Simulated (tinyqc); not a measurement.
Elastic trap-assisted tunnelling through a dielectric: two steps of the calculation.

Emitter at x = 0 (Fermi level 0), collector at x = t (Fermi level -V), band edge U(x) = phi - F x, F = V/t. A trap at x has the energy E = U(x) - Et. With G(u) = (4/(3 F)) sqrt(mo/C) max(u, 0)^1.5, C = hbar^2/(2 m0): S1 = G(phi - E) - G(Et), S2 = G(Et) - G(phi - V - E), T1,2 = exp(-S1,2). The steady rate through one trap is nu T1 T2 (f1 - f2)/(T1 + T2), f1 = f(E), f2 = f(E + V), f(y) = 1/(1 + exp(y/Vt)); both contacts offer states at E.

Parameters, values chosen for the exercise; dielectric values close to those of silicon dioxide:

| symbol | value | unit | meaning |
|---|---|---|---|
| T | 350 | K | temperature |
| phi | 3.07 | eV | barrier above the emitter Fermi level |
| mo | 0.52 | m0 | tunnelling mass |
| t | 5.8 | nm | thickness |
| Et | 2.9 | eV | trap depth below the band edge of the dielectric |
| Nt | 1.3e17 | cm^-3 | trap density |
| nu | 1e14 | 1/s | attempt frequency |
| n | 11 |  | points of the grid |
| V | 1.62 | V | voltage |
| xa | 2.2 | nm | left end of the grid |
| xb | 3.16 | nm | right end of the grid |

Constants: q = 1.602176634e-19 C, kB = 1.380649e-23 J/K, hbar = 1.054571817e-34 J s, m0 = 9.1093837015e-31 kg, Vt = kB T/q, hbar^2/(2 m0) = 0.0380998212 eV nm^2. Results are converted to the units shown.

Question 1. Rate through a trap near the best position. n equally spaced x from xa to xb, where nearly all of the current flows; J = q Nt times the integral of the rate, by Simpson's rule.

Find: x; E; S1; S2; f1 - f2; rate; J.

Answer 1.

```
point  x (nm)    E (eV)      S1      S2  f1 - f2  rate (1/s)
0      2.2000  -0.44448  29.100  41.108   1.0000   1.4030e-4
1      2.2960  -0.47130  30.432  40.128   1.0000   3.7372e-4
2      2.3920  -0.49811  31.770  39.142   1.0000   0.0010018
3      2.4880  -0.52492  33.112  38.148   1.0000   0.0026895
4      2.5840  -0.55174  34.459  37.148   1.0000   0.0068914
5      2.6800  -0.57855  35.812  36.141   1.0000    0.011716
6      2.7760  -0.60537  37.169  35.127   1.0000   0.0063775
7      2.8720  -0.63218  38.531  34.107   1.0000   0.0018232
8      2.9680  -0.65899  39.899  33.080   1.0000   4.6960e-4
9      3.0640  -0.68581  41.271  32.047   1.0000   1.1919e-4
10     3.1600  -0.71262  42.648  31.007   1.0000   3.0074e-5
```

J = 6.4342e-12 A/cm^2

Question 2. The best-placed trap against direct tunnelling. At x = xs: E, S1, S2 and the occupation (T1 f1 + T2 f2)/(T1 + T2). Direct tunnelling at E = 0 has S = (4/(3 F)) sqrt(mo/C) [phi^1.5 - max(phi - V, 0)^1.5].

xs = 2.68 nm

Wanted: E; S1; S2; occupation; S of direct tunnelling.

Answer 2.

E = -0.5786 eV
S1 = 35.81
S2 = 36.14
occupation = 0.5816
S of direct tunnelling = 64.07

Range of the model: Phonon-assisted (inelastic) capture, chains of traps and a spread of trap depths are left out.

tinyqc, about 0.06 s, one thread, Intel Xeon 2.30GHz (shared host): `OMP_NUM_THREADS=1 python tinyqc.py 2370169 2370170 out.jsonl`
